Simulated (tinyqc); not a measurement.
From results back to parameters: effective work function and flat-band voltage of a metal/high-k/SiO2/Si stack with a dipole layer. Five cases, with inputs chosen for the exercise.

Problem. Three stacks with (t1, t2) = (8, 20), (30, 20) and (8, 60) angstrom have the flat-band voltages below. VFB = W0 - (chi + dEF) - 4 pi e2 [Q1 EOT + Q2 x2]/3.9 with x2 = t2 3.9/eps2, EOT = t1 + x2, e2 = e^2/4 pi eps0, 1 cm^-2 = 1e-16 angstrom^-2; W0 is the work function with the dipole step.

Constants: e^2/(4 pi eps0) = 14.39964547 eV angstrom.

Case 1.

Values chosen (out of a larger set: a stack on Si capped with an yttrium-like oxide; not measured data): chi = 4.061 eV (electron affinity of the channel); dEF = 0.129 eV (Ec - EF in the channel); eps = (3.9, 17.2) (their dielectric constants).

VFB (V): 0.4075554  0.4014309  0.4248089

Case 2.

Values chosen (out of a larger set: a stack on Si capped with an yttrium-like oxide; not measured data): chi = 4.051 eV (electron affinity of the channel); dEF = 0.902 eV (Ec - EF in the channel); eps = (3.9, 20) (their dielectric constants).

VFB (V): -0.3630632  -0.3559179  -0.3659584

Case 3.

Values chosen (out of a larger set: a stack on Si capped with a titanium-like oxide; not measured data): chi = 4.058 eV (electron affinity of the channel); dEF = 0.542 eV (Ec - EF in the channel); eps = (3.9, 22.5) (their dielectric constants).

VFB (V): 0.4680097  0.4230967  0.4464564

Case 4.

Values chosen (out of a larger set: a stack on Si capped with a lanthanum-like oxide; not measured data): chi = 4.04 eV (electron affinity of the channel); dEF = 0.903 eV (Ec - EF in the channel); eps = (3.9, 22.2) (their dielectric constants).

VFB (V): -0.4709902  -0.4495544  -0.5097888

Case 5.

Values chosen (out of a larger set: a stack on Si capped with a titanium-like oxide; not measured data): chi = 4.055 eV (electron affinity of the channel); dEF = 0.354 eV (Ec - EF in the channel); eps = (3.9, 22.2) (their dielectric constants).

VFB (V): 0.5676626  0.4747743  0.5461441

Find: Q1; Q2; W0.

Solution. The first two stacks differ in t1 alone and give Q1; the first and third give Q1 + Q2; W0 follows from any of them.

Case 1.

Q1 = 6.0e+10 e/cm^2
Q2 = -4.7e+11 e/cm^2
W0 = 4.591 eV

Case 2.

Q1 = -7.0e+10 e/cm^2
Q2 = 1.5e+11 e/cm^2
W0 = 4.589 eV

Case 3.

Q1 = 4.4e+11 e/cm^2
Q2 = 2.3e+11 e/cm^2
W0 = 5.095 eV

Case 4.

Q1 = -2.1e+11 e/cm^2
Q2 = 1.4e+12 e/cm^2
W0 = 4.484 eV

Case 5.

Q1 = 9.1e+11 e/cm^2
Q2 = -2.5e+11 e/cm^2
W0 = 5.021 eV

Computed by tinyqc, one run a case: `OMP_NUM_THREADS=1 python tinyqc.py N N+1 out.jsonl` with N = 1850857, 1850881, 1850915, 1850976, 1850985; one thread of a shared Intel(R) Xeon(R) Processor @ 2.30GHz, about 0.01 s a run at most.
